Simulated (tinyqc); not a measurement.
Equilibrium and kinetic segregation of a solute to boundaries and growing surfaces. Changing the total solute fraction x0. Computed by tinyqc, a small Python program. Command: `OMP_NUM_THREADS=1 python tinyqc.py 3031986 3031987 out.jsonl segreg sweep`. One thread of a shared host (Intel(R) Xeon(R) Processor @ 2.30GHz), about 0.01 s of CPU time with the checks.

Inputs (values chosen for the exercise, modelled on a solute in a copper line):
```
quantity                       value        unit
segregation energy Q            0.48          eV
temperature T                   1075           K
grain size d                     120          nm
boundary thickness delta        0.48          nm
atomic volume Omega            11.81  angstrom^3
clean boundary energy gamma_0   0.66       J/m^2
```

Isotherm: Langmuir-McLean.

Constants: k_B = 8.617333262e-05 eV/K; 1 eV/angstrom^2 = 16.02176634 J/m^2.

Method:
- With theta the solute fraction on boundary sites and x that in the grains, theta/(1 - theta) = [x/(1 - x)] exp[Q/(k_B T)].
- The coverage theta_inf is that for x = x0.
- Finite grains: boundary sites are the fraction f = 3 delta/d, and x0 = (1 - f) x + f theta; solve both equations for theta; share at boundaries = f theta/x0.
- Gibbs adsorption for this isotherm in a dilute matrix: gamma = gamma_0 + Gam_0 [k_B T ln(1 - theta)], Gam_0 = delta/Omega sites per area.

One run for each value; columns: (1) total solute fraction x0; (2) coverage theta_inf; (3) coverage theta; (4) fraction x left in the grains; (5) boundary energy gamma (J/m^2):
```
(1)              (2)         (3)         (4)       (5)
1.00e-05  1.7764e-03  5.6964e-04  3.2028e-06   0.65966
2.90e-05  5.1345e-03  1.6514e-03  9.2949e-06   0.65900
8.40e-05  1.4730e-02  4.7786e-03  2.6981e-05   0.65711
2.40e-04  4.0970e-02  1.3615e-02  7.7555e-05   0.65173
2.10e-03  2.7246e-01  1.1495e-01  7.2932e-04   0.58634
5.90e-03  5.1366e-01  2.9683e-01  2.3664e-03   0.44757
1.70e-02  7.5476e-01  6.3147e-01  9.5368e-03   0.05783
5.00e-02  9.0353e-01  8.8091e-01  3.9908e-02  -0.62361
```

Give the missing row, total solute fraction x0 = 7.10e-04.

Computed row; columns: (1) total solute fraction x0; (2) coverage theta_inf; (3) coverage theta; (4) fraction x left in the grains; (5) boundary energy gamma (J/m^2):
```
(1)              (2)         (3)         (4)      (5)
7.10e-04  1.1225e-01  3.9929e-02  2.3365e-04  0.63542
```

Interpolating between the two neighbouring rows (the first column on a logarithmic scale, the others too where they are positive) misses most in coverage theta_inf, by 5.9 %. Over the rows, coverage theta_inf rises from 0.00178 to 0.904 (exponent d ln y / d ln x 1.00 between the first rows and 0.17 between the last); coverage theta rises from 5.70e-4 to 0.881 (exponent d ln y / d ln x 1.00 between the first rows and 0.31 between the last); fraction x left in the grains rises from 3.20e-6 to 0.0399 (exponent d ln y / d ln x 1.0 between the first rows and 1.3 between the last). At the low end the exponent of coverage theta_inf is 1.00, close to 1: Henry's-law regime. At the low end the exponent of fraction x left in the grains is 1.00, close to 1: x in the grains is proportional to x0.

Caution (rows 0.0170, 0.0500): gamma nears or passes zero; a compound usually precipitates before that. Caution (rows 0.0170, 0.0500): so much solute in the grains may exceed the solubility and is no longer dilute. Caution (rows 0.0500): near saturation a single segregation energy is a poor picture.
